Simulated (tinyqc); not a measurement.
Size effects in the resistivity of thin metal films and interconnect lines: one step, computed by the program tinyqc. Command: `OMP_NUM_THREADS=1 python tinyqc.py 3000168 3000169 out.jsonl size walk`. One thread of a shared host (Intel(R) Xeon(R) Processor @ 2.30GHz), about 0.01 s of CPU time with the checks.

Electrons lose their drift at surfaces (a share 1 - p of the hits) and at grain boundaries (reflection R), besides bulk scattering. The line sits in a trench with a non-conducting liner on both walls and the bottom; the spacing equals the drawn width.

Task: Metal cross-section. Metal width w_m = w - 2t, height h_m = (aspect ratio) w - t, grain size D = (ratio) w_m.

Inputs (values chosen for the exercise, modelled on copper):
```
quantity                          value  unit
drawn line width w                  7.2    nm
grain size over metal width         2.1     -
aspect ratio (height over width)    1.5     -
liner thickness t                     1    nm
```

Geometry: line.

Give: metal width w_m; metal height h_m; grain size D; share of the trench filled by metal.

Result:

metal width w_m = 5.2 nm

metal height h_m = 9.8 nm

grain size D = 10.92 nm

share of the trench filled by metal = 65.53 %
